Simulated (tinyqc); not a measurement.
Double-gate transistor, scale length and short-channel effects: two steps of the calculation.

A body of thickness ts between two insulators of thickness ti and two tied gates. Below threshold the potential that source and drain add obeys Laplace's equation and vanishes on the gate. Its lowest mode decays along the channel as exp(-k y); k is the smallest positive root of the matching condition at the interface, and the scale length is Lambda = pi/k.

Inputs (values chosen for the exercise); permittivities: semiconductor close to that of silicon, insulator close to that of silicon nitride:
- eps_r = 11.6 (relative permittivity of the semiconductor)
- ei = 7.4 (relative permittivity of the insulator)
- ti = 3.3 nm (insulator thickness)
- ts = 4.6 nm (body thickness)

Question 1. Decay constant by Newton steps. f(k) = ei cos(k ti) cos(k ts/2) - eps_r sin(k ti) sin(k ts/2); f' by a central difference with +/- 1e-5 1/nm; k(new) = k - f/f'.

k after iteration 1 = 0.24240278 1/nm

Wanted: f; f'; k after iteration 2.

Answer 1.

f = -0.02721
f' = -51.49 nm
k after iteration 2 = 0.2419 1/nm

Question 2. Scale length against simple estimates. Lambda = pi/k and l = 1/k. A parabolic potential across the structure gives l(parabolic) = sqrt((eps_r/(2 ei)) ts ti (1 + ei ts/(4 eps_r ti))).

k = 0.24187423 1/nm

Give: Lambda; l; l(parabolic).

Answer 2.

Lambda = 12.99 nm
l = 4.134 nm
l(parabolic) = 3.814 nm

tinyqc, about 0.01 s, one thread, Intel Xeon 2.30GHz (shared host): `OMP_NUM_THREADS=1 python tinyqc.py 2420132 2420133 out.jsonl`
